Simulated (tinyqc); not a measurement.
Space-charge-limited current with shallow traps: two steps of the calculation.

One carrier type, drift only, an injecting contact at x = 0 (zero field) and thickness L. The share th = y/(1 + y), y = (Nc/Nt) exp(-Et/kB T), of the injected charge is free: J = q mu n F, eps0 eps_r dF/dx = q (n - n0)/th.

Values chosen for this exercise: temperature T = 350 K; relative permittivity eps_r = 20.2; mobility mu = 0.059 cm^2/(V s); thickness L = 1000 nm; band density of states Nc = 9.9e20 cm^-3; trap density Nt = 1.8e17 cm^-3; trap depth Et = 0.44 eV; free carrier density in equilibrium n0 = 6.8e12 cm^-3; voltage V = 4.3 V.

Constants: q = 1.602176634e-19 C, kB = 1.380649e-23 J/K, Vt = kB T/q, eps0 = 8.8541878128e-14 F/cm where lengths are in cm. Results are converted to the units shown.

Question 1. Limits and characteristic voltages. Ohmic J = q n0 mu V/L; Mott-Gurney J = (9/8) th eps0 eps_r mu V^2/L^3; they cross at Vx = 8 q n0 L^2/(9 th eps0 eps_r); traps fill at V_TFL = q Nt L^2/(2 eps0 eps_r).

Give: th; ohmic J; Mott-Gurney J; Vx; V_TFL.

Answer 1.

th = 0.002532
ohmic J = 0.002764 A/cm^2
Mott-Gurney J = 0.005559 A/cm^2
Vx = 2.138 V
V_TFL = 80.62 V

Question 2. The exact current. Exact: with u = n0/n(L), w = -u - ln(1 - u) and v = -u - u^2/2 - ln(1 - u), V = (q n0 L^2/(th eps0 eps_r)) v/w^2 and J = q^2 n0^2 mu L/(th eps0 eps_r w). v/w^2 falls steadily with u, so u follows by bisection.

Wanted: v/w^2; u; w; J; exit field over V/L.

Answer 2.

v/w^2 = 1.7877
u = 0.50718
w = 0.20043
J = 0.0077142 A/cm^2
exit field over V/L = 1.4155

J is 7.3 % below the plain sum of the two limits; the exit field lies between the ohmic 1 and the Mott-Gurney 1.5.

Range of the model: Diffusion and a field-dependent mobility are left out. With injecting contacts the diffusion current, about 4 pi^2 Vt th eps0 eps_r mu V/L^3, equals the Mott-Gurney current at V = 35 kB T/q (0.9 V at 300 K), so the drift-only result needs V well above that.

Program tinyqc, `OMP_NUM_THREADS=1 python tinyqc.py 2370071 2370072 out.jsonl`; Intel Xeon 2.30GHz, shared host, one thread, about 0.01 s.
